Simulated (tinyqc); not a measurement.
# Changing the initial oxide x_i

Model: Deal-Grove kinetics of thermal oxidation of silicon. Computed by tinyqc, a small Python program. Command: `OMP_NUM_THREADS=1 python tinyqc.py 3010233 3010234 out.jsonl oxide sweep`. One thread of a shared host (Intel(R) Xeon(R) Processor @ 2.30GHz), about 0.1 s of CPU time with the checks.

Oxidant diffuses through the oxide and reacts at the interface, so that dx/dt = B/(A + 2x) for the oxide thickness x.

Inputs (values chosen for the exercise, close to those used for silicon):
```
quantity                       value    unit
prefactor B0                     815  um^2/h
activation energy E_B           1.21      eV
prefactor (B/A)0            3.76e+06    um/h
activation energy E_A              2      eV
temperature T                    800       C
oxidant pressure p                10     atm
pressure exponent m of B/A      0.73       -
time t                           8.6       h
```

Ambient: dry oxygen. Surface: (100).

Constants: k_B = 8.617333262e-05 eV/K.

Method:
- B = B0 p exp(-E_B/(k_B T)), B/A = (B/A)0 p^m exp(-E_A/(k_B T)), p in atm; A = B/(B/A).
- Temperatures in kelvin are T(C) + 273.15.
- tau = (x_i^2 + A x_i)/B and x = (A/2) [sqrt(1 + 4 B (t + tau)/A^2) - 1], the root of x^2 + A x = B (t + tau).
- Silicon consumed is 0.44 times the oxide grown; the rate is B/(A + 2x).

One run for each value:
```
initial oxide x_i (um)  oxide thickness x (um)  silicon consumed (um)     tau (h)
0.002                                  0.06997               0.029909  2.4477e-01
0.0047                                 0.07251               0.029836  5.7596e-01
0.011                                  0.07843               0.029667  1.3521e+00
0.026                                  0.09253               0.029273  3.2189e+00
0.14                                   0.20041               0.026578  1.8275e+01
0.34                                   0.39196               0.022864  4.8398e+01
0.8                                    0.83925               0.017272  1.3561e+02
```

Give the missing row, initial oxide x_i (um) = 0.061.

Computed row:
```
initial oxide x_i (um)  oxide thickness x (um)  silicon consumed (um)     tau (h)
0.061                                  0.12552               0.028391  7.6780e+00
```

Interpolating between the two neighbouring rows (the first column on a logarithmic scale, the others too where they are positive) misses most in oxide thickness x (um), by 9.0 %. Over the rows, oxide thickness x (um) rises from 0.0700 to 0.839 (exponent d ln y / d ln x 0.042 between the first rows and 0.89 between the last); silicon consumed (um) falls from 0.0299 to 0.0173 (exponent d ln y / d ln x -0.0029 between the first rows and -0.33 between the last); tau (h) rises from 0.245 to 136 (exponent d ln y / d ln x 1.0 between the first rows and 1.2 between the last). The oxide grown, x - x_i, falls from 0.0680 to 0.0393 um: an existing film lengthens the diffusion path.

Caution (rows 0.00200, 0.00470, 0.0110): dry oxides grow faster than Deal-Grove predicts below about 0.03 um, so a start from a thinner film underestimates the thickness (a common remedy is x_i = 0.025 um).
